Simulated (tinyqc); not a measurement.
Chemical trend: level against potential: deep trap from a strong local potential in a two-band host (Koster-Slater model with semi-elliptic bands). Computed by tinyqc, a small Python program. Command: `OMP_NUM_THREADS=1 python tinyqc.py 3011279 3011280 out.jsonl deeptrap walk`. One thread of a shared host (Intel(R) Xeon(R) Processor @ 2.30GHz), about 0.03 s of CPU time with the checks.

The valence band spans -2 W_v to 0 and the conduction band E_g to E_g + 2 W_c. The orbital at the impurity site has weight f_v in the valence band and 1 - f_v in the conduction band, each spread as a semi-ellipse (2/(pi W^2)) sqrt(W^2 - x^2) about the band centre. The impurity adds U to this orbital. Spin is left out.

Inputs (values chosen for the exercise, for a model semiconductor):
```
quantity                                value  unit
gap E_g                                   2.3    eV
half-width of the valence band W_v        4.4    eV
half-width of the conduction band W_c     2.4    eV
valence weight f_v of the site orbital   0.45     -
```

Impurity: attractive, donor-like.

Method:
- In the gap G(E) = f_v (2/W_v^2)[x - sqrt(x^2 - W_v^2)] - (1 - f_v)(2/W_c^2)[y - sqrt(y^2 - W_c^2)], x = E + W_v, y = E_g + W_c - E.
- G falls across the gap from G(0) to G(E_g). A repulsive U binds if U > 1/G(0), an attractive one if U < 1/G(E_g); the vacancy level (U infinite) solves G(E) = 0 (bisection).
- The trap level solves G(E) = 1/U (bisection). With D = -dG/dE = D_v + D_c, D_v = f_v (2/W_v^2)[x/sqrt(x^2 - W_v^2) - 1] and D_c = (1 - f_v)(2/W_c^2)[y/sqrt(y^2 - W_c^2) - 1], the weight on the impurity orbital is 1/(U^2 D) and the conduction-band character is D_c/D.
- U is 1.05, 1.2, 1.5, 2, 3, 5, 10 and 30 times the threshold, rounded to three digits; the largest values are formal and only show the vacancy limit.

attractive threshold = -2.61948 eV

vacancy level = 0.347785 eV

Trend:
```
U (eV)  E_t (eV)  weight on the impurity  conduction character  E_t - vacancy level (eV)
-2.75     2.2981                 0.02894               0.99668                    1.9503
-3.14     2.2738                 0.08993               0.98640                    1.9260
-3.93     2.1764                 0.14620               0.96373                    1.8286
-5.24     1.9698                 0.16013               0.92172                    1.6220
-7.86     1.5941                 0.12275               0.83340                    1.2463
-13.10    1.1366                 0.05977               0.69123                    0.7888
-26.20    0.7279                 0.01571               0.52516                    0.3801
-78.60    0.4649                 0.00157               0.39507                    0.1171
```

What follows from these numbers?

dE_t/dU equals the weight on the impurity, which peaks at 0.160 (U = -5.24 eV) and falls to 0.0016 in the last row, so beyond the peak each further eV of potential moves the level less. The level nears the vacancy level, 0.348 eV, as 1/U: it is 0.380 eV away at 10 times the threshold and 0.117 eV at 30 times, and the state is then host-like.

Extremes, crossings and ranges named in words are read from the listed rows.
